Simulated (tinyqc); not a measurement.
Channel mobility from two channel lengths.

Problem. Two power MOSFETs differ only in channel length: R_on = R_rest + Lc (Wp + a)/(2 mch Cox Vov), Cox = 3.9 eps0/tox. Find mch and R_rest.

Inputs (values chosen for the exercise):

| symbol | value | unit | meaning |
|---|---|---|---|
| tox | 82 | nm | gate oxide thickness (eps_r 3.9) |
| Vov | 14 | V | gate overdrive |
| Wp | 5.2 | um | width of the p body in one cell, channels included |
| a | 4.2 | um | gap between neighbouring p bodies |

Constants: eps0 = 8.8541878128e-14 F/cm where lengths are in cm. Results are converted to the units shown.

R_on at Lc = 0.68 and 1.4 um (mohm cm^2): [3.8940619, 5.6877745]

Answer. R_on is a straight line in Lc; its slope gives mch and its intercept the rest.

mch = 32.0 cm^2/(V s)
R_rest = 2.20 mohm cm^2

tinyqc, about 0.01 s, one thread, Intel Xeon 2.30GHz (shared host): `OMP_NUM_THREADS=1 python tinyqc.py 2230116 2230117 out.jsonl`
